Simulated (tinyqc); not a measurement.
# Worked calculation: floating body of a partially depleted SOI transistor: body voltage and kink

tinyqc, about 0.2 s, one thread, Intel Xeon 2.30GHz (shared host): `OMP_NUM_THREADS=1 python tinyqc.py 2182090 2182091 out.jsonl` Printed values are rounded.

Source at 0 V. Channel current Ic = 2 nf K Vt^2 [F(0) - F(Vd)](1 + la Vd), F(V) = ln^2(1 + exp((Vg - VT - nf V)/(2 nf Vt))), VT = VT0 - gb Vb. Saturation voltage Vs = 2 Vt sqrt(F(0)) + 3 Vt, excess Ve = (Vd - Vs + sqrt((Vd - Vs)^2 + 0.0004 V^2))/2, multiplication M1 = Ai Ve exp(-Bl/Ve). Each junction passes D(v) = J1 (exp(v/Vt) - 1) + J2 (exp(v/(2 Vt)) - 1). Bipolar current Ib = bb J1 (exp(Vb/Vt) - 1). The body settles where M1 (Ic + Ib) = D(Vb) + D(Vb - Vd) + Vb/Rb; drain current Id = (1 + M1)(Ic + Ib) - D(Vb - Vd).

Inputs (values chosen for the exercise); values of the order met in partially depleted silicon-on-insulator transistors:
- T = 300 K (temperature)
- VT0 = 0.4 V (threshold at zero body voltage)
- gb = 0.1 (fall of the threshold per volt of body voltage)
- nf = 1.47 (slope factor)
- K = 320 uA/(V^2 um) (gain factor per width)
- la = 0.09 1/V (channel-length modulation factor)
- Ai = 3.09 1/V (impact-ionisation prefactor)
- Bl = 6.1 V (impact-ionisation voltage)
- J1 = 1.3e-13 uA/um (diffusion saturation current of each junction)
- J2 = 9.8e-9 uA/um (recombination saturation current of each junction)
- bb = 1 (gain of the lateral bipolar transistor on the diffusion current)
- Rb = 1e9 kohm um (resistance of a weak body tie to the source (1e9 stands for no tie, and the term is then dropped))
- Vg = 0.51 V (gate voltage)
- Vd = 1.5 V (drain voltage)

Constants: q = 1.602176634e-19 C, kB = 1.380649e-23 J/K, Vt = kB T/q. Results are converted to the units shown.

Range of the model: The multiplication law is an empirical form chosen for the exercise; self-heating and capacitive coupling to the body are left out, and the linear laws are rough once Vb passes about 0.7 V or M1 about 0.1.

## Starting value

Vb = 0.64 V.

Vb at the start = 0.64 V

## Iteration 1: new Vb

Current into the body I_in = M1 (Ic + Ib) - D(Vb - Vd), current out I_out = D(Vb) + Vb/Rb; f = ln(I_in/I_out), s = df/dVb by central differences over 1e-5 V, Vb(new) = Vb - f/s.

Ic = 4.06226 uA/um
Ve = 1.29916 V
M1 = 0.0366831
I_in = 0.149285 uA/um
I_out = 0.00966421 uA/um
f = 2.73743
s = -33.2241 1/V
Vb after iteration 1 = 0.722393 V

## Iteration 2: new Vb

As before.

Ic = 4.40605 uA/um
Ve = 1.29405 V
M1 = 0.0358670
I_in = 0.164404 uA/um
I_out = 0.189125 uA/um
f = -0.140081
s = -35.3530 1/V
Vb after iteration 2 = 0.718431 V

## Course of the iteration

Stop when the step is below 1e-10 V, or after 40 iterations.

Course of the iteration:
```
iteration  Vb before the step (V)  step (V)
1                            0.64    0.0824
2                        0.722393  -3.96e-3
3                        0.718431   6.30e-6
4                        0.718437  1.28e-11
```

Converged in 4 iterations.

## Drain current with floating and with grounded body

converged Vb = 0.718437 V

Id and VT at the converged Vb, Id at Vb = 0, their ratio, and the bipolar share Ib/(Ic + Ib).

VT = 0.328156 V
Id, floating = 4.70468 uA/um
Id, grounded = 2.04756 uA/um
ratio = 2.29770
bipolar share = 3.35693 %

The body rises to 0.718 V and lowers the threshold by 71.8 mV.
